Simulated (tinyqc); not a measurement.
Level against strength of the defect: Koster-Slater impurity in an sp3s* host.

sp3s* tight binding, nearest neighbours only: anion (a) at 0, cation (c) at a/4 (1,1,1), orbitals s, px, py, pz, s* on each; k in units of 2 pi/a. With phases e_j = exp(i (pi/2) k.n_j) for n = (1,1,1), (1,-1,-1), (-1,1,-1), (-1,-1,1): g0 = (e1+e2+e3+e4)/4, g1 = (e1+e2-e3-e4)/4, g2 = (e1-e2+e3-e4)/4, g3 = (e1-e2-e3+e4)/4. The diagonal holds the levels Esa, Epa, Exa (s*) and Esc, Epc, Exc. Anion-cation block: <sa|sc> = Vss g0; <sa|xc> = Vsapc g1; <xa|sc> = -Vscpa g1; <xa|xc> = Vxx g0; <xa|yc> = <ya|xc> = Vxy g3, <xa|zc> = <za|xc> = Vxy g2, <ya|zc> = <za|yc> = Vxy g1; <s*a|xc> = Vxapc g1; <xa|s*c> = -Vpaxc g1; y and z take g2 and g3 in place of g1; s-s* and s*-s* vanish.

A defect on a cation site (c) shifts the s level there by Vs or the three p levels by Vp and leaves the rest. A level in the gap solves 1/Vs = G_s(E) (symmetry A1) or 1/Vp = G_p(E) (T2, threefold), with G(E) = (1/N^3) sum over k and bands of w/(E - e), where w is the weight of the state on the s orbital of that site, or the mean weight on its px, py, pz. Mesh: k = f1 (-1,1,1) + f2 (1,-1,1) + f3 (1,1,-1), f = (j + 1/2)/N, j = 0 to N - 1. Energies from the top of the valence band at Gamma; the s* orbital of the site is left as it is. An infinite shift removes the s or p orbitals, the model of the ideal vacancy: G(E) = 0.

Inputs chosen for the exercise (out of a larger set: near a published set for AlAs; not measured data): p = (-7.491, 0.993, -1.17, 3.562, 7.41, 6.719, -6.742, 1.863, 4.247, 5.125, 5.512, 4.526, 5.052) eV (order Esa, Epa, Esc, Epc, Exa, Exc, Vss, Vxx, Vxy, Vsapc, Vscpa, Vxapc, Vpaxc); N = 4 (mesh).

Eg (smallest gap of the host) = 2.21592 eV

A dash: no level in the gap from 0 to Eg. The last row is the ideal vacancy.

Levels (eV above the valence band):
```
shift (eV)     A1     T2
-40             -  0.329
-20             -  0.522
-12             -  0.804
-8          0.430  1.141
-5          1.077  1.584
-3          1.672  1.949
+3              -      -
+5              -      -
+8              -      -
+12             -      -
+20             -      -
+40             -  0.046
vacancy         -  0.168
```

A1: a level lies in the gap for the attractive shifts -3, -5 and -8 eV, and no repulsive one does; G has no zero in the gap, so there is no vacancy level there and a strong enough shift drives the level out through the far edge. T2: a level lies in the gap for the attractive shifts -3, -5, -8, -12, -20 and -40 eV and for the repulsive +40 eV; both branches tend to the vacancy level, 0.168 eV, which pins them. A level passes the edges where the shift equals 1/G, a value that is sensitive to the mesh there: on this one 1/G(0) = -11.1 and 1/G(Eg) = -1.2 eV for s, 26.5 and -0.9 eV for p.

Run: tinyqc, `OMP_NUM_THREADS=1 python tinyqc.py 1480815 1480816 out.jsonl`; Intel(R) Xeon(R) Processor @ 2.30GHz, one thread, shared host; about 0.05 s of CPU time with all checks.
